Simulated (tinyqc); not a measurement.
Off-state leakage of single and stacked transistors: two steps of the calculation.

n-channel devices of unit width. Subthreshold current I(Vg, Vs, Vd) = I0 (T/300 K)^0.5 exp[(Vg - Vs - VT(T) - gb (Vs - Vb) + dd (Vd - Vs))/(nf Vt)] (1 - exp(-(Vd - Vs)/Vt)), VT(T) = VT - cT (T - 300 K). Gate-edge tunnelling Ig (Vd/1 V) exp(ag (Vd - 1 V)), for a gate at 0 V, and band-to-band leakage Ab u exp(-Bb/u), u = Vd - Vb + 1 V, flow at a drain held at V; both are taken as independent of T. In a stack of off transistors (all gates at 0 V) the same subthreshold current passes through each.

Parameters, values chosen for the exercise; values of the order met in bulk silicon logic transistors: temperature T = 300 K; supply voltage V = 0.8 V; threshold at 300 K, zero drain and body bias VT = 0.46 V; fall of the threshold with temperature cT = 0.6 mV/K; current at threshold at 300 K I0 = 0.45 uA/um; slope factor nf = 1.52; drain-induced lowering per volt dd = 0.05; rise of the threshold per volt of source-body bias gb = 0.2; gate-edge tunnelling current at 1 V Ig = 2e-5 uA/um; exponential slope of the gate current ag = 5.4 1/V; prefactor of band-to-band leakage at the drain Ab = 100 uA/(um V); its exponential voltage Bb = 21 V; body voltage Vb = 0 V.

Constants: q = 1.602176634e-19 C, kB = 1.380649e-23 J/K, Vt = kB T/q. Results are converted to the units shown.

Problem 1. Leakage of one transistor. Vg = Vs = 0, Vd = V; effective threshold VT(T) - gb Vb - dd V.

Wanted: effective threshold; parts; total; shares.

Solution 1.

effective threshold = 0.42000 V
parts (nA/um): subthreshold 0.010264, gate edge 0.0054335, band-to-band 1.5435
total = 1.5592 nA/um
shares (%): subthreshold 0.65828, gate edge 0.34848, band-to-band 98.993

The band-to-band part is the largest.

Problem 2. New Vx. Stack of two, Vx the node between them: I_low = I(0, 0, Vx), I_up = I(0, Vx, V), f = ln(I_up/I_low), f' = -(1 + gb + 2 dd)/(nf Vt) - 1/(Vt (exp(Vx/Vt) - 1)) - 1/(Vt (exp((V - Vx)/Vt) - 1)), Vx(new) = Vx - f/f'.

Vx after iteration 1 = 0.038054024 V

Wanted: I_low; I_up; f; f'; Vx after iteration 2.

Solution 2.

I_low = 0.0029995 nA/um
I_up = 0.0030591 nA/um
f = 0.019670
f' = -44.603 1/V
Vx after iteration 2 = 0.038495 V

tinyqc, about 0.03 s, one thread, Intel Xeon 2.30GHz (shared host): `OMP_NUM_THREADS=1 python tinyqc.py 2242235 2242236 out.jsonl`
